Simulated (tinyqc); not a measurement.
# Vertical double-diffused power MOSFET, components of the on-resistance: what changes with what

Stripe cells of pitch Wp + a, two channels a cell. Current flows through the channels, spreads in the accumulation layer, passes the gap between the p bodies and spreads at 45 degrees into the drift layer below them. Low drain voltage, full ionisation.

Parameters, values chosen for the exercise; bulk values close to those of silicon:

| symbol | value | unit | meaning |
|---|---|---|---|
| T | 350 | K | temperature |
| eps_r | 11.7 |  | relative permittivity |
| Kc | 4020 | V/cm per (cm^-3)^(1/8) | critical-field constant |
| BV | 900 | V | rated breakdown voltage of the drift layer |
| mud | 1180 | cm^2/(V s) | drift mobility at 300 K |
| bt | 2.3 |  | temperature exponent of the drift mobility |
| tox | 38 | nm | gate oxide thickness (eps_r 3.9) |
| Vov | 5 | V | gate overdrive |
| mch | 170 | cm^2/(V s) | channel mobility |
| mac | 580 | cm^2/(V s) | accumulation-layer mobility |
| Lc | 1.4 | um | channel length |
| Wp | 3.8 | um | width of the p body in one cell, channels included |
| a | 3.7 | um | gap between neighbouring p bodies |
| xp | 0.7 | um | depth of the p body |
| Nj | 2 |  | doping of the gap over the drift doping |
| Vbi | 0.626 | V | built-in voltage of the body junction |
| Rs | 0.068 | mohm cm^2 | substrate and contact resistance |

Constants: q = 1.602176634e-19 C, eps0 = 8.8541878128e-14 F/cm where lengths are in cm. Results are converted to the units shown.

Each table varies one quantity; the others keep the values above.

## On-resistance against the doping of the gap over the drift doping

Triangular field at breakdown with Ec = Kc N^(1/8): BV = eps0 eps_r Ec^2/(2 q N), so N = (eps0 eps_r Kc^2/(2 q BV))^(4/3); W = 2 BV/Ec; mu = mud (T/300 K)^(-bt); rho = 1/(q mu N); ideal resistance rho W. Pitch p = Wp + a, Cox = 3.9 eps0/tox; zero-bias depletion in the gap w0 = sqrt(2 eps0 eps_r Vbi/(q N Nj)), open gap g = a - 2 w0; R_ch = Lc p/(2 mch Cox Vov); R_acc = 0.6 a p/(4 mac Cox Vov), 0.6 being an empirical factor for current leaving the layer along its length; R_gap = (rho/Nj) xp p/g; spreading depth t = min(W, (p - g)/2); R_drift = (rho p/2) ln((g + 2 t)/g) + rho (W - t); R_on = the sum with Rs.

The same in every row: R_ch (mohm cm^2) = 0.6797; R_acc (mohm cm^2) = 0.1580; ideal (mohm cm^2) = 241.4.

On-resistance against the doping of the gap over the drift doping:
```
Nj   R_gap (mohm cm^2)  R_drift (mohm cm^2)  R_on (mohm cm^2)  largest term
1.5              19.54                261.6             282.0         drift
2                8.666                255.7             265.2         drift
3                3.891                251.5             256.3         drift
5                1.759                248.8             251.4         drift
8               0.9336                247.3             249.2         drift
12              0.5635                246.5             248.0         drift
```

R_on falls from 282 to 248 mohm cm^2. The drift term is the largest at Nj = 1.5 and in all other rows. R_on is 1.17 times the ideal drift resistance in the first row and 1.03 times in the last.

## On-resistance against the gap between neighbouring p bodies

Same model as above.

The same in every row: ideal (mohm cm^2) = 241.4.

On-resistance against the gap between neighbouring p bodies:
```
a (um)  R_ch (mohm cm^2)  R_acc (mohm cm^2)  R_gap (mohm cm^2)  R_drift (mohm cm^2)  R_on (mohm cm^2)  largest term
3.2               0.6344             0.1275              15.92                261.1             277.9         drift
3.9               0.6978             0.1709              7.434                254.4             262.7         drift
4.7               0.7703             0.2274              4.950                251.0             257.0         drift
5.6               0.8519             0.2996              3.785                249.0             254.0         drift
6.7               0.9516             0.4004              3.070                247.4             251.9         drift
8.1                1.078             0.5487              2.580                246.2             250.5         drift
9.7                1.223             0.7454              2.259                245.3             249.6         drift
12                 1.432              1.079              1.991                244.5             249.1         drift
14                 1.613              1.418              1.847                244.0             249.0         drift
```

What does the table show?

R_on falls from 278 to 249 mohm cm^2. The drift term is the largest at a = 3.2 and in all other rows. R_on is 1.15 times the ideal drift resistance in the first row and 1.03 times in the last.

Program tinyqc, `OMP_NUM_THREADS=1 python tinyqc.py 2230049 2230050 out.jsonl`; Intel Xeon 2.30GHz, shared host, one thread, about 0.01 s.
